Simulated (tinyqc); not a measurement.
ESD clamp with bipolar snapback, compact model and design window: one step of the calculation.

The drain junction multiplies the current that enters it: Igen = (M - 1)(Ic + I0), M = 1/(1 - (Vj/BV)^n). The generated holes leave through the substrate resistance and the base of the parasitic npn: Igen = Vb/Rb + Ic/be, Ic = Is exp(Vb/Vt). Terminal current I = Ic + I0 + Igen and voltage V = Vj + I Ro, per width. Isothermal, constant gain.

Problem. Design window and human-body level. Human-body model: 100 pF through 1500 ohm, peak current about (level - Vt2)/1500 ohm, decay time 150 ns. All fingers turn on before the first fails if Vt2 > Vt1; then the clamp carries Nf Wf It2, otherwise in the worst case Wf It2. Margins: Vh - 1.1 Vdd against latching in operation, Vox - max(Vt1, Vt2) for the protected oxide.

Values chosen for this exercise; values close to those of grounded-gate n-channel clamps: failure current for 100 ns It2 = 7.9 mA/um; finger width Wf = 40 um; number of fingers Nf = 8; human-body-model level Lv = 2 kV; oxide breakdown voltage for 100 ns Vox = 11.8 V; supply voltage Vdd = 5 V.

Vt1 = 11.306975 V
Vh = 8.5779952 V
Vt2 = 11.752795 V

Wanted: peak current; current the clamp carries; level it withstands; holding margin; oxide margin.

Solution.

peak current = 1.3255 A
current the clamp carries = 2.5280 A
level it withstands = 3.8038 kV
holding margin = 3.0780 V
oxide margin = 0.047205 V

All fingers conduct; the clamp passes the level. Both margins are positive.

Program tinyqc, `OMP_NUM_THREADS=1 python tinyqc.py 2670070 2670071 out.jsonl`; Intel Xeon 2.30GHz, shared host, one thread, about 0.01 s.
